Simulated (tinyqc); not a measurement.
What moves the results: temperature and isotope dependence of a band gap in oscillator models. A value that a table varies takes the place of the one given here.

E(T) = E0 - sum_i sl_i th_i n_i(T), n = 1/(exp(th/T) - 1). The same coupling lowers the gap at 0 K by the zero-point term ZP = sum_i sl_i th_i/2, so the gap of the static lattice is E0 + ZP. Thermal expansion is taken as part of the slopes.

Two-parameter forms are made to pass through the falls at the two temperatures T12: Varshni aV T^2/(T + bV), from the line T^2/fall = (T + bV)/aV; one oscillator s1 t1/(exp(t1/T) - 1), with t1 from the ratio of the falls.

Constants: kB = 8.617333262e-05 eV/K; hbar^2/2m0 = 3.80998211 eV angstrom^2.

Values chosen for the exercise (near those of GaN; the results hold for these values, not for the real material): E0 = 3.514 eV (gap at 0 K); th = (202, 839) K (temperatures of two oscillators); sl = (0.1054, 0.5146) meV/K (their high-temperature slopes); T12 = (480, 1060) K (temperatures of the fits); mm = 0.53 m0 (geometric mean of the density-of-states masses); T = 300 K (temperature).

## How far the fits carry

Falls of the gap from E0, and errors of the two fits against the model.

Results:

| T (K) | fall (meV) | Varshni - model (meV) | one oscillator - model (meV) | fall/ZP |
|---|---|---|---|---|
| 20 | 0.00 | 0.33 | 0.00 | 0.000 |
| 50 | 0.38 | 1.65 | -0.38 | 0.002 |
| 100 | 3.35 | 4.39 | -2.91 | 0.015 |
| 200 | 18.80 | 9.52 | -4.77 | 0.083 |
| 300 | 50.21 | 8.51 | -2.86 | 0.222 |
| 400 | 92.83 | 3.98 | -1.01 | 0.410 |
| 600 | 194.82 | -4.69 | 0.83 | 0.860 |
| 800 | 306.99 | -7.09 | 1.00 | 1.355 |

Below the first fit point the largest errors are +9.52 meV (Varshni, 200 K, on a fall of 18.80 meV) and -4.77 meV (one oscillator, 200 K); a T^2 law cannot freeze out; a single oscillator misses the soft modes. No row lies well beyond the second fit point, so the table does not test extrapolation to high T. The thermal fall equals ZP between 600 and 800 K.

## What the shift does to the intrinsic density

ni = 2 (mm kT/(4 pi c))^(3/2) exp(-E/2kT), c = hbar^2/2m0, with E(T) and with E0; 1 angstrom^-3 = 1e24 cm^-3. Apparent gap from an Arrhenius plot of ni/T^(3/2): E(T) - T dE/dT, dE/dT = -sum sl_i (th_i/T)^2 n_i (1 + n_i).

Results:

| T (K) | E(T) (eV) | ni (cm^-3) | ni with E(T) / ni with E0 | apparent gap (eV) |
|---|---|---|---|---|
| 200 | 3.4952 | 4.83e-26 | 1.725 | 3.5427 |
| 250 | 3.4813 | 5.99e-17 | 2.137 | 3.5605 |
| 300 | 3.4638 | 7.79e-11 | 2.641 | 3.5778 |
| 350 | 3.4435 | 1.97e-06 | 3.217 | 3.5934 |
| 400 | 3.4212 | 0.00418 | 3.844 | 3.6069 |
| 500 | 3.3721 | 211 | 5.190 | 3.6286 |
| 700 | 3.2639 | 6.14e+07 | 7.950 | 3.6572 |

Using E0 in place of E(T) understates ni by a factor that rises from 1.73 to 7.95, towards exp(sum sl/2kB) = 36.5. The slope of an Arrhenius plot returns neither E(T) nor E0 but the intercept of the tangent, 3.5778 eV at 300 K, which lies 64 meV above E0 and tends to the static gap 3.7405 eV.

## What each parameter does

Gap at T, slope -sum sl_i (th_i/T)^2 n_i (1 + n_i) and ZP. Each row changes one parameter from the base and keeps the others.

Results:

| case | E(T) (eV) | dE/dT (meV/K) | ZP (meV) |
|---|---|---|---|
| base | 3.4638 | -0.3800 | 226.52 |
| T = 340 K | 3.4478 | -0.4195 | 226.52 |
| E0 = 3.524 eV | 3.4738 | -0.3800 | 226.52 |
| th = (202, 1006) K | 3.4731 | -0.3188 | 269.49 |
| sl = (0.137, 0.5146) meV/K | 3.4571 | -0.4105 | 229.71 |

The largest shifts from the base row, up to three for each result and ties (the steps differ in size, so this ranks the rows, not the parameters). E(T) (eV): T -0.0160, E0 +0.0100, th +0.0093. dE/dT (meV/K): th +0.0612, T -0.0395, sl -0.0304; unchanged at the printed digits by E0. ZP (meV): th +42.97, sl +3.19; unchanged at the printed digits by T and E0.

Computed by tinyqc, a small Python program: `OMP_NUM_THREADS=1 python tinyqc.py 1850979 1850980 out.jsonl` (the numbers bound the seed that draws the inputs); one thread of a shared host (Intel(R) Xeon(R) Processor @ 2.30GHz), about 0.01 s for the whole set of steps.
